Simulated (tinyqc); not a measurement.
Mesh and choice of bands: charge neutrality level from zone-averaged pseudopotential bands.

Empirical pseudopotential on the fcc lattice, atoms at +/- tau, tau = a (1,1,1)/8, no spin-orbit coupling. H(G,G') = c (2 pi/a)^2 |k + G|^2 delta + VS(q) cos(q.tau) + i VA(q) sin(q.tau), q = G - G', c = hbar^2/2m0; k and G in units of 2 pi/a; VS at |q|^2 = 3, 8, 11 and VA at 3, 4, 11, in rydberg, zero elsewhere. At each k the basis holds all G with |k + G|^2 up to 16; energies are counted from the fourth level at Gamma.

Mesh: k = sum_i (n_i + 1/2)/N b_i, n_i = 0 ... N - 1, b = (-1,1,1), (1,-1,1), (1,1,-1); points with the same sorted |kx|, |ky|, |kz| after folding to the shortest k + G are joined, with their count as weight. Neutrality (branch-point) level: E_N = (1/2) mean over k of [E5 + (E3 + E4)/2], E_n the n-th level from below.

Constants: hbar^2/2m0 = 3.80998211 eV angstrom^2; Ry = 13.60569312 eV.

Inputs chosen for the exercise (out of a larger set: classic local form factors of the size used for InAs, without spin-orbit coupling; not measured data):

| symbol | value | unit | meaning |
|---|---|---|---|
| a | 6.054 | angstrom | lattice constant |
| VS | (-0.216, 0, 0.05) | Ry | symmetric form factors |
| VA | (0.08, 0.051, 0.031) | Ry | antisymmetric form factors |

E_N with E5 alone, and with (E5 + E6)/2 in its place.

Results:

| N | joined points | E_N (eV) | E_N, two conduction bands (eV) |
|---|---|---|---|
| 1 | 1 | 0.3930 | 1.2510 |
| 2 | 2 | 0.5455 | 1.1965 |
| 3 | 6 | 0.7196 | 1.0837 |
| 4 | 10 | 0.6907 | 1.1037 |
| 5 | 19 | 0.7034 | 1.0962 |

For scale, the lowest gap of this set is 0.43 eV. Against N = 5 the errors are -310, -158, +16 and -13 meV for N = 1 to 4 (N = 1 is the L point alone). Taking the second conduction band in moves E_N by +0.39 eV, more than the mesh error at N = 2: the definition, not the mesh, limits the estimate. Local form factors place the indirect gaps only to a few tenths of an eV, and E_N moves with them.

Computed by tinyqc, a small Python program: `OMP_NUM_THREADS=1 python tinyqc.py 1850065 1850066 out.jsonl` (the numbers bound the seed that draws the inputs); one thread of a shared host (Intel(R) Xeon(R) Processor @ 2.30GHz), about 0.09 s for the whole set of steps.
